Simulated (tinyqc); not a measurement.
Holstein polaron on two sites: one step, computed by the program tinyqc.

One electron on sites 1 and 2: H = -t (c1+ c2 + c2+ c1) + hbar omega sum_i b_i+ b_i - g hbar omega sum_i n_i (b_i + b_i+). The symmetric phonon shifts the energy by -g^2 hbar omega/2 and drops out; with b = (b_1 - b_2)/sqrt(2) there remains H = -t sigma_x + hbar omega b+ b - (g hbar omega/sqrt(2)) sigma_z (b + b+). Parity splits it into blocks p = +1 and -1 over phonon numbers n. Zero-point energies are left out. Weights Z refer to mode b alone; the displaced symmetric mode multiplies the full zero-phonon weight by exp(-g^2/2).

Question. Levels in the small basis. Diagonalise H; the eigenvector has its largest component positive; Z is the weight of n = 0.

H, even block (meV), lower triangle (symmetric):
```
,1,2,3,4,5,6
1,-61.0411
2,-32.6525,74.1589
3,0.0000,-46.1776,45.3589
4,0.0000,0.0000,-56.5558,180.5589
5,0.0000,0.0000,0.0000,-65.3050,151.7589
6,0.0000,0.0000,0.0000,0.0000,-73.0132,286.9589
```

Give: levels; lowest eigenvector; Z in the small basis.

Answer.

levels (meV): [-69.72, 0.37, 82.10, 114.09, 226.11, 324.81]

lowest eigenvector: [0.95940, 0.25510, 0.11646, 0.02868, 0.00907, 0.00186]

Z in the small basis = 0.92045
